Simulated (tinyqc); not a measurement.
What moves the results: density of states of one tight-binding band on the simple cubic lattice. A value that a table varies takes the place of the one given here.

E(k) = -2 t (c1 + c2 + c3) - 4 t2 (c1 c2 + c2 c3 + c3 c1) with ci = cos(2 pi ki); k in fractions of the reciprocal vectors, mesh k_i = j/N with j = 0 .. N-1. Densities are per cell and per spin, so the band holds one state.

Each cube of the mesh, corners numbered 0 to 7 as the binary number (i j l), is cut into six tetrahedra around the diagonal 0-7: 0137, 0157, 0237, 0267, 0457, 0467. For corner energies e1 <= e2 <= e3 <= e4 and eij = ei - ej, the share of the tetrahedron below E is n = (E - e1)^3/(e21 e31 e41) for e1 < E < e2; n = [e21^2 + 3 e21 x + 3 x^2 - (e31 + e42) x^3/(e32 e42)]/(e31 e41) with x = E - e2 for e2 < E < e3; n = 1 - (e4 - E)^3/(e41 e42 e43) for e3 < E < e4; its density of states is g = dn/dE.

Gaussian broadening: g(E) = mean over the mesh of exp(-(E - E_k)^2/(2 sigma^2))/(sigma sqrt(2 pi)), n(E) = mean of erfc((E_k - E)/(sigma sqrt 2))/2.

Inputs chosen for the exercise:
```
symbol  value  unit  meaning
t       2.05   eV    nearest hopping
t2      -0.03  eV    second hopping
N2      12           mesh points along each axis in this comparison
sigma   1.025  eV    Gaussian width
E       -3.76  eV    energy at which the density is wanted
```

## Three ways to the same curve

N = N2 here; the reference is the linear method with N = 36.

g(E) (1/eV):
```
E (eV)  reference  linear tetrahedra  Gaussian, sigma  Gaussian, sigma/4  reference n(E)
-9.703      0.016              0.016            0.016              0.018           0.023
-7.467      0.028              0.028            0.029              0.047           0.072
-5.230      0.046              0.046            0.049              0.046           0.152
-2.994      0.071              0.072            0.069              0.027           0.295
-0.757      0.070              0.072            0.070              0.043           0.452
1.479       0.070              0.070            0.069              0.080           0.608
3.715       0.070              0.072            0.062              0.100           0.764
5.952       0.036              0.036            0.038              0.051           0.875
8.188       0.023              0.023            0.024              0.025           0.940
10.424      0.014              0.013            0.014              0.009           0.981
```

How do the results move?

Root-mean-square errors against the reference: 0.0010 for linear tetrahedra, 0.0027 for sigma and 0.0207 for sigma/4. The narrow Gaussian is worse than the wide one, because it resolves the separate mesh levels. The reference is highest at -2.994 eV of the energies listed, and half filling lies between -0.757 and 1.479 eV.

## Convergence with the mesh

At the energy E; the plain count is the share of mesh points below E; the reference is the linear method with N = 36.

Results:
```
N   points  g linear  n linear  g Gaussian  n Gaussian  n plain count
4       64    0.0677    0.1889      0.0858      0.2591         0.3438
6      216    0.0710    0.2149      0.0651      0.2416         0.2778
8      512    0.0738    0.2259      0.0678      0.2433         0.2461
12    1728    0.0749    0.2347      0.0651      0.2444         0.2303
16    4096    0.0714    0.2375      0.0649      0.2444         0.2603
20    8000    0.0716    0.2386      0.0649      0.2444         0.2437
```

reference n and g: 0.2402  0.0717

What can be read from the table?

The linear n(E) stays within 0.002 of the reference from N = 20 on. The Gaussian g stays within 1 % of its last value from N = 12 on; it tends to the broadened curve, not the true one. At the last mesh it lies -0.007 1/eV from the reference g and the linear g 0.000. The plain count errs by +0.0036 at the last mesh.

## Critical points

The gradient vanishes at these points by symmetry; the signs of the eigenvalues of the second-derivative matrix give the type.

Critical points:
```
point                k    E (eV)  positive  negative     type
Gamma        (0, 0, 0)  -11.9400         3         0  minimum
X          (0.5, 0, 0)   -4.2200         2         1   saddle
M        (0.5, 0.5, 0)    3.9800         1         2   saddle
R      (0.5, 0.5, 0.5)   12.6600         0         3  maximum
```

What does this show?

Gamma is a minimum at -11.940 eV: its contribution to g starts as a square root. X is a saddle at -4.220 eV: g has a square-root kink there. M is a saddle at 3.980 eV: g has a square-root kink there. R is a maximum at 12.660 eV: its contribution to g ends as a square root.

## What moves the count of states

Linear method and Gaussian sum with N = 14. Each row changes one parameter from the base and keeps the others.

Results:
```
case             n linear  g linear (1/eV)  n Gaussian  g Gaussian (1/eV)
base               0.2365           0.0728      0.2444             0.0650
t = 2.255 eV       0.2606           0.0647      0.2662             0.0615
E = -3.555 eV      0.2512           0.0712      0.2579             0.0664
sigma = 2.05 eV    0.2365           0.0728      0.2551             0.0596
t2 = 0.072 eV      0.2247           0.0666      0.2355             0.0592
```

How do the results move?

The largest shifts from the base row, up to three for each result and ties (the steps differ in size, so this ranks the rows, not the parameters). n linear: t +0.0241, E +0.0147, t2 -0.0117; unchanged at the printed digits by sigma. g linear (1/eV): t -0.0081, t2 -0.0063, E -0.0017; unchanged at the printed digits by sigma. n Gaussian: t +0.0218, E +0.0135, sigma +0.0107. g Gaussian (1/eV): t2 -0.0058, sigma -0.0054, t -0.0035.

Program tinyqc; command `OMP_NUM_THREADS=1 python tinyqc.py 1651663 1651664 out.jsonl`; about 0.3 s on one thread of a shared Intel(R) Xeon(R) Processor @ 2.30GHz.
